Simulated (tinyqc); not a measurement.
Changing the film density rho: X-ray reflectivity of a thin film on silicon: critical angles, Parratt recursion, fringes and roughness. Computed by tinyqc, a small Python program. Command: `OMP_NUM_THREADS=1 python tinyqc.py 3120335 3120336 out.jsonl xrr sweep`. One thread of a shared host (Intel(R) Xeon(R) Processor @ 2.30GHz), about 0.01 s of CPU time with the checks.

n = 1 - delta + i beta; the classical electron radius is r_e = 2.8179403e-6 nm. Layer 0 is vacuum, 1 the film, 2 the substrate.

Inputs (values chosen for the exercise, modelled on TaN on silicon, copper K-alpha radiation):
```
quantity,value,unit
wavelength lambda,0.15406,nm
"effective electrons per unit mass, film",0.414,mol/g
"beta/delta, film",0.086,-
film thickness d,4.16,nm
roughness of the surface sigma_1,0.95,nm
roughness of the interface sigma_2,0.36,nm
substrate density,2.33,g/cm^3
"effective electrons per unit mass, substrate",0.507,mol/g
"beta/delta, substrate",0.023,-
grazing angle theta,1.77,degrees
```

Constants: N_A = 6.02214076e+23 1/mol.

Method:
- delta = r_e lambda^2 rho_e/(2 pi), rho_e = density x electrons per mass x N_A; critical angle sqrt(2 delta), q_c = 4 sqrt(pi r_e rho_e).
- k_j = (2 pi/lambda) sqrt(sin^2 theta - 2 delta_j + 2 i beta_j); r_ij = (k_i - k_j)/(k_i + k_j) x exp(-2 k_i k_j sigma^2) (Nevot-Croce); r = (r_01 + r_12 p)/(1 + r_01 r_12 p), p = exp(2 i k_1 d); R = |r|^2.
- Far above the critical angle the period is d theta = lambda/(2 d), or 2 pi/d in q; the envelope runs between (|r_01| - |r_12 p|)^2 and (|r_01| + |r_12 p|)^2; contrast = 2 a b/(a^2 + b^2) with a = |r_01|, b = |r_12 p|; roughness factors on the amplitudes are about exp(-q^2 sigma^2/2).

One run for each value:
```
film density rho (g/cm^3),critical angle of the film (degrees),contrast,reflectivity R
7.10,0.3517,0.2961,2.003e-05
8.42,0.3830,0.2726,3.403e-05
9.74,0.4120,0.2588,5.194e-05
11.10,0.4398,0.2500,7.458e-05
12.40,0.4648,0.2445,1.003e-04
13.70,0.4886,0.2410,1.301e-04
15.00,0.5112,0.2388,1.641e-04
16.30,0.5329,0.2375,2.025e-04
```

What does the table show, and why?

Over the rows, critical angle of the film (degrees) rises from 0.352 to 0.533 (exponent d ln y / d ln x about 0.50 throughout); contrast falls from 0.296 to 0.237 (exponent d ln y / d ln x -0.49 between the first rows and -0.065 between the last); reflectivity R rises from 2.00e-5 to 2.02e-4 (exponent d ln y / d ln x 3.1 between the first rows and 2.5 between the last). The exponent of critical angle of the film stays at 0.50: delta is proportional to the density.
